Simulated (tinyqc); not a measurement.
Relaxation at fixed composition: composition and strain of an epitaxial Si(1-x)Ge(x) layer from Raman and X-ray peaks. Computed by tinyqc, a small Python program. Command: `OMP_NUM_THREADS=1 python tinyqc.py 3001099 3001100 out.jsonl epiraman walk`. One thread of a shared host (Intel(R) Xeon(R) Processor @ 2.30GHz), about 0.01 s of CPU time with the checks.

A (001) layer, biaxially strained in the plane. The Raman peaks follow empirical lines omega = w0 + c1 x + c3 x^3 + b eps (c3 for Si-Ge alone), with eps the in-plane strain.

Inputs (values chosen for the exercise, modelled on silicon-germanium): Ge fraction x = 0.22; lattice constant of Si = 5.431 angstrom; lattice constant of Ge = 5.658 angstrom; bowing B = 0.027 angstrom; 2 C12/C11 of Si = 0.768; 2 C12/C11 of Ge = 0.749; Si-Si: w0 = 520.5 1/cm; Si-Si: c1 = -69.7 1/cm; Si-Si: strain coefficient b = -774 1/cm; Ge-Ge: w0 = 280.4 1/cm; Ge-Ge: c1 = 20.3 1/cm; Ge-Ge: strain coefficient b = -435 1/cm; X-ray wavelength = 1.540598 angstrom.

Substrate: silicon.

Method:
- Relaxed lattice constant a(x) = a_Si + (a_Ge - a_Si) x - B x (1 - x).
- In-plane constant a_par = a_sub + R (a(x) - a_sub); eps = a_par/a(x) - 1; eps_perp = -(2 C12/C11) eps with 2 C12/C11 linear in x; a_perp = a(x) (1 + eps_perp).
- (004) Bragg angle theta = arcsin(2 lambda/a), with a = a_perp for the layer and a_sub for the substrate; separation = layer less substrate. The apparent x is the one that a fully strained layer (R = 0) would need to give the same a_perp.

Signatures; columns: (1) R; (2) eps (per mille); (3) Si-Si (1/cm); (4) Ge-Ge (1/cm); (5) a_perp (angstrom); (6) (004) separation (arcsec); (7) apparent x if R = 0 is assumed:
```
(1)       (2)     (3)     (4)     (5)      (6)      (7)
0.00  -8.2732  511.57  288.46  5.5109  -2053.6  0.22000
0.15  -7.0323  510.61  287.93  5.5057  -1922.5  0.20606
0.30  -5.7913  509.65  287.39  5.5005  -1791.0  0.19206
0.50  -4.1366  508.37  286.67  5.4936  -1615.2  0.17334
0.70  -2.4820  507.09  285.95  5.4867  -1438.9  0.15453
0.85  -1.2410  506.13  285.41  5.4815  -1306.3  0.14037
1.00   0.0000  505.17  284.87  5.4763  -1173.4  0.12616
```

What follows from these numbers?

Full relaxation moves the Si-Si peak by -6.40 per cm and shrinks the X-ray separation to 57 % of its strained value, about 1/(1 + 2 C12/C11). A symmetric reflection alone cannot part x from R: a relaxed layer read as strained gives x = 0.126 in place of 0.22. An asymmetric reflection or a second peak is needed.

Extremes, crossings and ranges named in words are read from the listed rows.
